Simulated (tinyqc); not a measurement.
Longitudinal sound in a periodic multilayer: transfer matrices, stop bands and folded phonons: one step, computed by the program tinyqc. Command: `OMP_NUM_THREADS=1 python tinyqc.py 3008017 3008018 out.jsonl multilayer walk`. One thread of a shared host (Intel(R) Xeon(R) Processor @ 2.30GHz), about 0.01 s of CPU time with the checks.

Layers 1 and 2 repeat with period d = d_1 + d_2; waves travel normal to the layers, without loss. State vector (u, s): displacement u and stress divided by omega. Impedances Z = rho v are in 1e6 kg/(m^2 s).

Task: Transmission through N periods. A layer maps (u, s) by [[cos p, sin p/Z], [-Z sin p, cos p]], p = 2 pi f d_i/v_i; one period is M = M_2 M_1, and cos(q d) = trace(M)/2. For N periods A = M^N. A wave comes from a thick layer of material 1 and leaves into the substrate (Z_s): transmitted power T = 4 Z_1 Z_s/|Z_1 A_22 + Z_s A_11 - i (Z_1 Z_s A_12 - A_21)|^2, reflected power R = 1 - T.

Inputs (values chosen for the exercise, modelled on copper (layer 1), tantalum (layer 2) and silica (substrate)):

| quantity | value | unit |
|---|---|---|
| velocity v_1 | 4830 | m/s |
| thickness d_1 | 199 | nm |
| velocity v_2 | 4170 | m/s |
| thickness d_2 | 173 | nm |
| periods N | 2 | - |
| frequency f | 6.95 | GHz |

M:
```
            1             2
1  -0.5563283  -0.008532260
2    25.13321     -1.412038
```

Z_2 = 67.971

Z_1 = 43.8564

Z of the substrate = 13.2534

Give: A = M^N; transmitted power T; T in decibel.

Result:

A = M^N:
```
         1        2
1  0.09506  0.01679
2   -49.47    1.779
```

transmitted power T = 0.2373

T in decibel = -6.247 dB
